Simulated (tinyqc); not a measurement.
Transfer curve: field-effect mobility of a thin-film transistor with band-tail and deep states (multiple trapping). Computed by tinyqc, a small Python program. Command: `OMP_NUM_THREADS=1 python tinyqc.py 3026838 3026839 out.jsonl tft walk`. One thread of a shared host (Intel(R) Xeon(R) Processor @ 2.30GHz), about 0.04 s of CPU time with the checks.

A thick film in accumulation at small drain voltage. Only free electrons move; trapped ones still screen the gate. N_c and mu_0 are held fixed when T changes, leaving out the T^(3/2) growth of N_c. x = E_0 - psi is the distance of the Fermi level below the band edge.

Inputs (values chosen for the exercise, modelled on amorphous silicon):

| quantity | value | unit |
|---|---|---|
| permittivity eps | 11.8 | - |
| effective density of states N_c | 1.8e+20 | 1/cm^3 |
| band mobility mu_0 | 11 | cm^2/(V s) |
| tail density at the edge g_t | 7.7e+21 | 1/(eV cm^3) |
| tail width E_t | 28 | meV |
| deep-state density g_d | 2e+15 | 1/(eV cm^3) |
| flat-band Fermi level below the edge, E_0 | 0.6 | eV |
| equivalent oxide thickness t | 7.7 | nm |
| temperature T | 300 | K |

Deep states: included.

Constants: k_B = 8.617333262e-05 eV/K; e = 1.602176634e-19 C; eps_0 = 8.8541878128e-12 F/m.

Method:
- F_j(eta) = int_0^infinity x^j/(1 + exp(x - eta)) dx, without a gamma-function factor.
- Integrals over x = E/(k_B T) use 160 Gauss-Legendre points in u = sqrt(x) from 0 to sqrt(max(eta, 0) + 32).
- Free n(x) = N_c (2/sqrt(pi)) F_1/2(-x/k_B T), with F_1/2 from its two-term series in exp(-x/k_B T) for x >= 12 k_B T; tail n_t(x) = int_0^1.2eV g_t exp(-E/E_t)/(1 + exp((x - E)/k_B T)) dE, E counted down from the edge, 120 Gauss-Legendre points; deep charge g_d psi; space charge rho(psi) = n + n_t + g_d psi less its value at psi = 0.
- Poisson: F(psi) = sqrt((2 e/(eps eps_0)) int_0^psi rho dpsi'); V_G - V_FB = psi_s + eps F(psi_s) t/3.9; free sheet density N_f = int (n - n(E_0))/F dpsi; induced sheet density N_i = eps eps_0 F(psi_s)/e; trapezoid rule on 301 even points in psi, the first interval left out of N_f.
- mu_eff = mu_0 N_f/N_i; field-effect mobility mu_FE = mu_0 e (dN_f/dV_G)/C_ox and swing S = dV_G/dlog10(N_f), by a central difference of +/- 2 mV in psi_s; C_ox = 3.9 eps_0/t.

Against the band bending:

| psi_s (V) | V_G - V_FB (V) | N_f (1/cm^2) | mu_eff (cm^2/(V s)) | mu_FE (cm^2/(V s)) | S (mV/decade) |
|---|---|---|---|---|---|
| 0.21 | 0.2224 | 3.3159e+08 | 0.1054 | 0.0328 | 91 |
| 0.30 | 0.3438 | 3.5973e+09 | 0.3230 | 0.2022 | 161 |
| 0.37 | 0.5081 | 1.8372e+10 | 0.5227 | 0.4965 | 335 |
| 0.43 | 0.8006 | 7.0522e+10 | 0.7478 | 0.8818 | 724 |
| 0.48 | 1.3045 | 2.1652e+11 | 1.0320 | 1.3801 | 1420 |
| 0.53 | 2.2926 | 6.7577e+11 | 1.5067 | 2.2775 | 2686 |
| 0.57 | 3.6525 | 1.6926e+12 | 2.1578 | 3.6274 | 4224 |
| 0.61 | 5.6643 | 4.0872e+12 | 3.1780 | 5.6961 | 6494 |
| 0.66 | 9.1396 | 1.0307e+13 | 4.7771 | 8.0731 | 11553 |

What does the comparison show, and why?

The steepest swing among the rows is 91 mV/decade. mu_eff climbs from 0.11 to 4.8, 43 % of mu_0 in the last row. Between rows 6 and 7 N_f scales as (V_G - V_FB - psi_s)^1.64; an exponential tail holding all the charge would give the larger of 1 and 2 E_t/k_B T - 1, here 1.17, and free charge alone 1; charge in deep states makes the exponent larger and lets it vary with V_G. The last row needs an oxide field above 5 MV/cm, near or beyond breakdown.
